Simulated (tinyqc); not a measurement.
Inverter chain driving a load.

N inverters, each f = Hc^(1/N) times larger than the one before: delay tau N (f + pp). Switched capacitance in units of the first input, with output capacitance pp times the input: Hc + (1 + pp)(Hc - 1)/(f - 1).

Parameters, values chosen for the exercise:
- Hc = 41 (load over the input capacitance of the chain)
- pp = 0 (parasitic delay of an inverter)
- tau = 2 ps (delay unit)

Results:
```
N,f,delay (ps),switched capacitance
1,41.000,82.000,42.000
2,6.4031,25.612,48.403
4,2.5304,20.244,67.136
5,2.1016,21.016,77.310
6,1.8569,22.283,87.678
7,1.6998,23.797,98.159
8,1.5907,25.452,108.71
```

Estimate the missing row, N = 3.

Computed row:
```
N,f,delay (ps),switched capacitance
3,3.4482,20.689,57.338
```

With this row back in the table: The delay goes from 82.0 through a minimum of 20.2 (at N = 4 among the rows listed) to 25.5 ps. The best stage effort solves pp + rho (1 - ln rho) = 0, rho = 2.72, which gives N = ln Hc/ln rho = 3.71. One stage fewer than the best costs 2.2 % in delay and saves 15 % of the switched capacitance.

tinyqc, about 0.01 s, one thread, Intel Xeon 2.30GHz (shared host): `OMP_NUM_THREADS=1 python tinyqc.py 2082024 2082025 out.jsonl`
